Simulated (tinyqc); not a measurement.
Single-domain magnet: Stoner-Wohlfarth switching, Neel-Arrhenius retention, LLG dynamics and spin torque: one step, computed by the program tinyqc.

The moment is uniform, with unit vector m; z is the easy axis. mu_0 = 1.25663706212e-6 T m/A, gamma = 1.76085963023e11 rad/(s T).

Problem. Effective anisotropy. The disc is treated as an oblate spheroid with p = t/d: N_z = [1 - p arccos(p)/sqrt(1 - p^2)]/(1 - p^2); V = pi d^2 t/4; K_eff = K_u + K_i/t + K_shape, K_shape = -(mu_0 M_s^2/4)(3 N_z - 1); mu_0 H_K = 2 K_eff/M_s.

Inputs (values chosen for the exercise, for a model magnet): saturation magnetisation M_s = 1270 kA/m; diameter d = 29 nm; thickness t = 1.8 nm; interface anisotropy K_i = 2.86 mJ/m^2; bulk anisotropy K_u = 0 kJ/m^3.

Shape: thin disc, easy axis normal to it.

Give: demagnetising factor N_z; volume V; K_shape; K_eff; anisotropy field mu_0 H_K.

Solution.

demagnetising factor N_z = 0.9097

volume V = 1189 nm^3

K_shape = -876.1 kJ/m^3

K_eff = 712.8 kJ/m^3

anisotropy field mu_0 H_K = 1.122 T

Shape works against the easy axis and takes 55 % of the other terms. Caution: a flat cylinder has a smaller N_z than the spheroid of the same t/d, so K_eff of a real disc is larger.
